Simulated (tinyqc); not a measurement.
Zigzag graphene nanoribbon in tight binding: sweeps and comparisons. A value that a table varies takes the place of the one given here.

A zigzag ribbon of N chains, sites A1, B1, A2, ..., BN across it. For each k it is a chain with bonds -2t cos(k/2) (A_n to B_n) and -t (B_n to A_(n+1)), and +D, -D on A and B. A1 and BN are the edge sites; the Dirac points project to k = 2 pi/3.

Parameters, chosen for this exercise (near those used for graphene; the results hold for these values, not for the real material):
```
symbol  value  unit  meaning
t       2.73   eV    hopping
D       0.27   eV    sublattice potential, +D on A and -D on B
Nw      17           chains, N of this table
k       2.05         k times the period sqrt3 acc
N       4            zigzag chains
```

## The flat edge band

A ribbon of N = Nw chains: lowest positive level, next level, and weight on the two edge sites per state of the middle pair, along k.

Along k:
```
k/pi  2 cos(k/2)  lowest level (eV)  next (eV)  edge weight
0.50      1.4142            1.26688     1.5482        0.023
0.60      1.1756            0.68654     1.0356        0.047
0.65      1.0450            0.42931     0.8288        0.088
0.70      0.9080            0.28898     0.7421        0.204
0.75      0.7654            0.27027     0.8693        0.415
0.80      0.6180            0.27000     1.1615        0.618
0.85      0.4669            0.27000     1.5239        0.782
0.90      0.3129            0.27000     1.9172        0.902
0.95      0.1569            0.27000     2.3262        0.975
1.00      0.0000            0.27000     2.7433        1.000
```

Beyond k = 2 pi/3 the lowest level sinks towards D = 0.27 eV: it is within 1 meV of that from k/pi = 0.75 on. The edge weight grows from 0.20 at 0.70 to 1 at pi, where the chain breaks into dimers and the next level is sqrt(t^2 + D^2) = 2.7433 eV. So flat a band is sensitive to interactions, which this model leaves out; they matter once they exceed the splitting of the middle pair (2D, or for D = 0 only the small overlap of the two edges).

## Lowest level against width

D = 0; lowest positive level at the given k, and the estimate t x^N (1 - x^2), x = 2 cos(k/2) (a dash if x >= 1).

Level (eV):
```
N   matrix  estimate
2    1.781         -
3    1.302         -
4    1.032         -
5   0.8583         -
6   0.7377         -
8   0.5812         -
10  0.4842         -
14  0.3707         -
```

With x = 1.0382 > 1 there is no edge state: the level tends to the bulk band edge t (x - 1) = 0.1043 eV from above.

## What each parameter does

The two lowest positive levels at k and the weight on the two edge sites per state of the middle pair. Each row changes one parameter from the base and keeps the others.

Results:
```
case          lowest (eV)  next (eV)  edge weight
base               1.0666     2.8138       0.4160
t = 2.867 eV       1.1168     2.9537       0.4160
N = 5              0.8998     2.3477       0.3390
D = 0.37 eV        1.0962     2.8251       0.4160
k = 1.95           1.2514     2.9772       0.3868
```

The largest shifts from the base row, up to three for each result and ties (the steps differ in size, so this ranks the rows, not the parameters). lowest (eV): k +0.1848, N -0.1668, t +0.0502. next (eV): N -0.4661, k +0.1634, t +0.1399. edge weight: N -0.0770, k -0.0292; unchanged at the printed digits by t and D.

Program tinyqc; command `OMP_NUM_THREADS=1 python tinyqc.py 1482559 1482560 out.jsonl`; about 0.01 s on one thread of a shared Intel(R) Xeon(R) Processor @ 2.30GHz.
